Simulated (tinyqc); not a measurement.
What moves the results: armchair graphene nanoribbon in tight binding. A value that a table varies takes the place of the one given here.

An armchair ribbon of N dimer lines, width (N - 1) sqrt3 acc/2, period 3 acc, one pz orbital a site. In line n, A_n binds to B_n with -t exp(ik/3), times (1 + d) in the two edge lines, and to B_(n-1) and B_(n+1) with -t exp(-ik/6); k runs from -pi to pi. For d = 0 the modes across the ribbon are sin(n p pi/(N + 1)), p = 1 to N, with E = -/+ t sqrt(1 + 4 c^2 + 4 c cos(k/2)), c = cos(p pi/(N + 1)).

Constants: hbar^2/2m0 = 3.80998211 eV angstrom^2.

Parameters, chosen for this exercise (near those used for graphene; not measured data): t = 2.82 eV (hopping); acc = 1.42 angstrom (bond length); N0 = 6 (first width); d1 = 0.12 (edge correction); N = 6 (dimer lines); d = 0 (relative strengthening of the edge bonds); k = 2.34 (k times the period 3 acc).

## Three families of gaps

Nine widths from N0 on, gaps at k = 0 with d = 0 and d = d1.

Gaps:

| N | family | width (angstrom) | gap, d = 0 (eV) | gap, d1 (eV) | gap x (N + 1) sqrt3 acc/2 (eV angstrom) |
|---|---|---|---|---|---|
| 6 | 3p | 6.15 | 1.3930 | 1.1665 | 10.04 |
| 7 | 3p+1 | 7.38 | 1.3233 | 1.6037 | 15.78 |
| 8 | 3p+2 | 8.61 | 0.0000 | 0.2166 | 2.40 |
| 9 | 3p | 9.84 | 0.9902 | 0.8216 | 10.10 |
| 10 | 3p+1 | 11.07 | 0.9541 | 1.1502 | 15.56 |
| 11 | 3p+2 | 12.30 | 0.0000 | 0.1616 | 2.38 |
| 12 | 3p | 13.53 | 0.7678 | 0.6340 | 10.14 |
| 13 | 3p+1 | 14.76 | 0.7458 | 0.8963 | 15.43 |
| 14 | 3p+2 | 15.99 | 0.0000 | 0.1289 | 2.38 |

Without edge correction the 3p+2 ribbons have no gap and the other two families nearly share one curve. With it the mean of the last column is 15.59 for 3p+1, 10.09 for 3p and 2.39 eV angstrom for 3p+2: the stronger edge bonds raise the gap of 3p+1, lower that of 3p and open one in 3p+2. Within a family the gap falls about as 1/width. One-electron gaps of this kind leave out the self-energy and exciton terms, which are large in narrow ribbons.

## Mass and gap go together

Nine widths from N0 on. Lowest conduction band for d = d1: m/m0 = c q^2/(E(q) - E(0)) with q = h/(3 acc), h = 0.001, c = hbar^2/2m0. Dirac rule: m = Eg/(2 v^2), that is m/m0 = c Eg/(hbar v)^2 with hbar v = 3 t acc/2.

Masses:

| N | gap (eV) | mass (m0) | Dirac rule (m0) |
|---|---|---|---|
| 6 | 1.1665 | 0.0953 | 0.1232 |
| 7 | 1.6037 | 0.2114 | 0.1694 |
| 8 | 0.2166 | 0.0221 | 0.0229 |
| 9 | 0.8216 | 0.0719 | 0.0868 |
| 10 | 1.1502 | 0.1417 | 0.1215 |
| 11 | 0.1616 | 0.0166 | 0.0171 |
| 12 | 0.6340 | 0.0577 | 0.0669 |
| 13 | 0.8963 | 0.1065 | 0.0946 |
| 14 | 0.1289 | 0.0133 | 0.0136 |

The ratio of mass to the Dirac rule runs from 0.77 (N = 6) to 1.25 (N = 7). Its mean is 0.82 for N = 3p, 1.18 for 3p+1 and 0.97 for 3p+2: the lowest modes of 3p and 3p+1 lie on opposite sides of the Dirac point, where the velocity along the ribbon differs. The largest gap (N = 7) and the heaviest mass (N = 7) belong to one ribbon.

## What each parameter does

Gap at k = 0, lowest positive level at k, and highest level at k = 0. Each row changes one parameter from the base and keeps the others.

Results:

| case | gap (eV) | lowest level at k (eV) | top of the band (eV) |
|---|---|---|---|
| base | 1.3930 | 2.6011 | 7.9015 |
| t = 2.961 eV | 1.4626 | 2.7312 | 8.2965 |
| N = 7 | 1.3233 | 2.8038 | 8.0307 |
| d = 0.05 | 1.2962 | 2.6685 | 7.9170 |
| k = 1.872 | 1.3930 | 2.3087 | 7.9015 |

The largest shifts from the base row, up to three for each result and ties (the steps differ in size, so this ranks the rows, not the parameters). gap (eV): d -0.0968, t +0.0696, N -0.0696; unchanged at the printed digits by k. lowest level at k (eV): k -0.2925, N +0.2027, t +0.1301. top of the band (eV): t +0.3951, N +0.1292, d +0.0156; unchanged at the printed digits by k.

Run: tinyqc, `OMP_NUM_THREADS=1 python tinyqc.py 1482793 1482794 out.jsonl`; Intel(R) Xeon(R) Processor @ 2.30GHz, one thread, shared host; about 0.03 s of CPU time with all checks.
